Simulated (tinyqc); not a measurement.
Two-band massive Dirac model of the K valleys: one step. H at one k. Four cases, with inputs chosen for the exercise.

Problem. Fill in the matrix and diagonalise: E = lam tau sz/2 -/+ sqrt(G^2/4 + a^2 t^2 k^2).

Basis (conduction, valence): H = [[D/2, a t (tau kx - i ky)], [a t (tau kx + i ky), -D/2 + lam tau sz]], valley tau = +/-1, spin sz = +/-1. The gap of a spin and valley is G = D - lam tau sz. Berry curvature Omega = curl of i<u|grad u>; for the conduction band Omega_c = -tau 2 a^2 t^2 G/(G^2 + 4 a^2 t^2 k^2)^(3/2), and Omega_v = -Omega_c.

Give: H; levels; cos(theta) = G/(E+ - E-).

Case 1.

Values chosen (near those used for monolayer WS2; not measured data): a = 3.19 angstrom (lattice constant); D = 1.75 eV (gap parameter); t = 1.34 eV (effective hopping); lam = 0.188 eV (half the valence spin splitting); tau = 1 (valley); sz = -1 (spin); k = (-0.066, 0.029) 1/angstrom (wave vector from the valley).

Solution.

H (eV):
```
                 c                v
c           0.8750  -0.2821-0.1240i
v  -0.2821+0.1240i          -1.0630
```

levels (eV): -1.1108  0.9228

cos(theta) = G/(E+ - E-) = 0.9530

Case 2.

Values chosen (near those used for monolayer WS2; not measured data): a = 3.199 angstrom (lattice constant); D = 1.81 eV (gap parameter); t = 1.36 eV (effective hopping); lam = 0.221 eV (half the valence spin splitting); tau = -1 (valley); sz = -1 (spin); k = (-0.041, 0.11) 1/angstrom (wave vector from the valley).

Solution.

H (eV):
```
                c               v
c          0.9050  0.1784-0.4786i
v  0.1784+0.4786i         -0.6840
```

levels (eV): -0.8340  1.0550

cos(theta) = G/(E+ - E-) = 0.8412

Case 3.

Values chosen (near those used for monolayer WSe2; not measured data): a = 3.308 angstrom (lattice constant); D = 1.62 eV (gap parameter); t = 1.1 eV (effective hopping); lam = 0.235 eV (half the valence spin splitting); tau = 1 (valley); sz = 1 (spin); k = (0.077, 0.106) 1/angstrom (wave vector from the valley).

Solution.

H (eV):
```
                c               v
c          0.8100  0.2802-0.3857i
v  0.2802+0.3857i         -0.5750
```

levels (eV): -0.7232  0.9582

cos(theta) = G/(E+ - E-) = 0.8237

Case 4.

Values chosen (near those used for monolayer WS2; not measured data): a = 3.192 angstrom (lattice constant); D = 1.7 eV (gap parameter); t = 1.36 eV (effective hopping); lam = 0.206 eV (half the valence spin splitting); tau = -1 (valley); sz = -1 (spin); k = (0.01, 0.026) 1/angstrom (wave vector from the valley).

Solution.

H (eV):
```
                 c                v
c           0.8500  -0.0434-0.1129i
v  -0.0434+0.1129i          -0.6440
```

levels (eV): -0.6537  0.8597

cos(theta) = G/(E+ - E-) = 0.9871

Computed by tinyqc, one run a case: `OMP_NUM_THREADS=1 python tinyqc.py N N+1 out.jsonl` with N = 1480321, 1481060, 1481085, 1481532; one thread of a shared Intel(R) Xeon(R) Processor @ 2.30GHz, about 0.01 s a run at most.
